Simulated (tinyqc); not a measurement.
Hydrogen passivation of interface dangling bonds: competing passivation and dissociation with distributed barriers: one step, computed by the program tinyqc. Command: `OMP_NUM_THREADS=1 python tinyqc.py 3007509 3007510 out.jsonl passiv walk`. One thread of a shared host (Intel(R) Xeon(R) Processor @ 2.30GHz), about 0.01 s of CPU time with the checks.

P_b + H2 gives P_bH + H at the rate k_f [H2]; P_bH gives P_b + H at the rate k_d. All defects start unpassivated. E_f and E_d are Gaussian and independent.

Task: Distributed barriers. [H2] = solubility factor x p; a = k_f0 [H2] exp(-E_f/(k_B T)), d = k_d0 exp(-E_d/(k_B T)). For one pair of barriers the active share is y = [d + a exp(-(a + d) t)]/(a + d). Temperatures in kelvin are T(C) + 273.15. Average y over both Gaussians with 40 x 40 Gauss-Hermite points. Active density N0 y; threshold shift if each active defect holds one charge, e N0 y t_ox/(3.9 eps_0).

Inputs (values chosen for the exercise, close to those used for P_b centres at the silicon-oxide interface): defect density N0 = 3.1e+12 1/cm^2; passivation prefactor k_f0 = 3.2e-07 cm^3/s; mean passivation barrier E_f = 1.65 eV; spread sigma_f = 0.071 eV; dissociation prefactor k_d0 = 2.2e+13 1/s; mean dissociation barrier E_d = 2.67 eV; spread sigma_d = 0.083 eV; H2 in the oxide per atm, solubility factor = 3.7e+17 1/(cm^3 atm); hydrogen pressure p = 10 atm; anneal temperature T = 600 C; anneal time t = 320 s; oxide thickness = 11 nm.

Constants: k_B = 8.617333262e-05 eV/K; e = 1.602176634e-19 C; eps_0 = 8.8541878128e-12 F/m.

Give: active share y; active density; threshold shift.

Result:

active share y = 6.903e-05

active density = 2.140e+08 1/cm^2

threshold shift = 0.1092 mV

Caution: densities below a few 1e9 per cm^2 are formal: other defects set the floor in real interfaces.
